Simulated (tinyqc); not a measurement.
Quantum point contact as a saddle point with Zeeman splitting: one step of the calculation.

Potential V0 - m wx^2 x^2/2 + m wy^2 y^2/2; energies are counted from V0. Mode n = 0, 1, ... transmits T_n(E) = 1/(1 + exp(-2 pi (E - E_n)/wx)), E_n = wy (n + 1/2) +/- Ez/2 for the two spins, Ez = gs muB B, muB = q hbar/(2 m0); each spin carries q^2/h.

Problem. Thermal average on a coarse grid. g(T) = int g(E) (-df/dE) dE = int g(mu + x kB T) dx/(4 cosh^2(x/2)), g(E) the zero-temperature value at E, g = G/(2 q^2/h). Simpson's rule on nE equally spaced x from -xm to xm.

Parameters, values chosen for the exercise: temperature T = 0.5 K; transverse quantum hbar wy wy = 1.9 meV; curvature of the barrier hbar wx wx = 1.4 meV; Fermi level above the saddle point mu = 2.45 meV; size of the g factor gs = 5.3; in-plane magnetic field B = 1 T; points of the energy grid nE = 13; half-range of the grid in kB T xm = 8.

Constants: q = 1.602176634e-19 C, kB = 1.380649e-23 J/K, hbar = 1.054571817e-34 J s, m0 = 9.1093837015e-31 kg, Vt = kB T/q. Results are converted to the units shown.

Find: x; E; g(E); weight; integral of the weight; g(T); g(T) divided by the integral of the weight.

Solution.

```
point	x	E (meV)	g(E)	weight
0	-8.0000	2.1053	1.0347	0.00034
1	-6.6667	2.1628	1.0476	0.00127
2	-5.3333	2.2202	1.0630	0.00478
3	-4.0000	2.2777	1.0815	0.01766
4	-2.6667	2.3351	1.1037	0.06075
5	-1.3333	2.3926	1.1301	0.16509
6	0.0000	2.4500	1.1613	0.25000
7	1.3333	2.5074	1.1975	0.16509
8	2.6667	2.5649	1.2387	0.06075
9	4.0000	2.6223	1.2847	0.01766
10	5.3333	2.6798	1.3350	0.00478
11	6.6667	2.7372	1.3887	0.00127
12	8.0000	2.7947	1.4448	0.00034
```

integral of the weight = 0.99332
g(T) = 1.1581
g(T) divided by the integral of the weight = 1.1658

Range of the model: Orbital effects of the in-plane field and interactions (such as the 0.7 feature) are left out.

Program tinyqc, `OMP_NUM_THREADS=1 python tinyqc.py 2740131 2740132 out.jsonl`; Intel Xeon 2.30GHz, shared host, one thread, about 0.06 s.
